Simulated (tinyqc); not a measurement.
# Changing the longitudinal mass m_l

Model: donor in an ellipsoidal valley (Kohn-Luttinger variational method). Computed by tinyqc, a small Python program. Command: `OMP_NUM_THREADS=1 python tinyqc.py 3013876 3013877 out.jsonl kohnlutt sweep`. One thread of a shared host (Intel(R) Xeon(R) Processor @ 2.30GHz), about 0.09 s of CPU time with the checks.

H = -(d^2/dx^2 + d^2/dy^2) - gamma d^2/dz^2 - 2/r in units built on m_t, with gamma = m_t/m_l and z along the valley axis. One valley; no valley-orbit or central-cell term.

Inputs (values chosen for the exercise, for a model semiconductor): transverse mass m_t = 0.208 m_0; dielectric constant eps = 11.3.

Constants: Ry = 13.605693123 eV; a_0 = 0.529177210903 angstrom.

Method:
- Ry* = Ry m_t/eps^2, a* = a_0 eps/m_t, gamma = m_t/m_l.
- Trial function exp(-sqrt((x^2 + y^2)/a^2 + z^2/b^2)) with beta = b/a < 1: E = t/a^2 - u/a, t = (2 + gamma/beta^2)/3, u = 2 arcsin(sqrt(1 - beta^2))/sqrt(1 - beta^2); the best a is 2 t/u and E(beta) = -u^2/(4 t).
- Golden-section search on beta from 0.05 to 0.999, 60 steps.
- Gaussian basis: g = P exp(-al (x^2 + y^2) - be z^2) with P = 1 (s-like), z (2p0) or x (2p+-); al = 0.004 x 2.6^k, k = 0..11, and be/al = 1, gamma^(-1/2) or 1/gamma (36 functions); 1/r = (2/sqrt(pi)) int exp(-t^2 r^2) dt by 48 Gauss-Legendre points after t = sqrt(al_i + al_j) tan(theta); overlap eigenvalues below 1e-10 are dropped.

One run for each value:

| longitudinal mass m_l (m_0) | 1s binding energy, trial function (meV) | 2p0 binding energy (meV) | 2p+- binding energy (meV) | best beta | 1s binding energy, Gaussian basis (meV) |
|---|---|---|---|---|---|
| 0.25 | 23.539 | 6.178 | 5.7426 | 0.93652 | 23.539 |
| 0.39 | 26.993 | 7.942 | 6.2146 | 0.79986 | 26.997 |
| 0.60 | 30.469 | 9.964 | 6.6445 | 0.68723 | 30.487 |
| 0.93 | 34.085 | 12.342 | 7.0498 | 0.58947 | 34.126 |
| 1.40 | 37.483 | 14.848 | 7.3964 | 0.51121 | 37.560 |
| 2.20 | 41.210 | 17.917 | 7.7426 | 0.43711 | 41.346 |
| 3.50 | 44.953 | 21.355 | 8.0579 | 0.37244 | 45.173 |
| 5.40 | 48.326 | 24.776 | 8.3163 | 0.32092 | 48.646 |
| 8.30 | 51.518 | 28.303 | 8.5396 | 0.27703 | 51.953 |

What does the table show?

Over the rows, 1s binding energy, trial function (meV) rises from 23.5 to 51.5 (exponent d ln y / d ln x 0.31 between the first rows and 0.15 between the last); 2p0 binding energy (meV) rises from 6.18 to 28.3 (exponent d ln y / d ln x 0.56 between the first rows and 0.31 between the last); 2p+- binding energy (meV) rises from 5.74 to 8.54 (exponent d ln y / d ln x 0.18 between the first rows and 0.062 between the last).

Caution (rows 5.40, 8.30): the short radius is only a few bond lengths, so the envelope approximation is rough.

Extremes, crossings and ranges named in words are read from the listed rows.
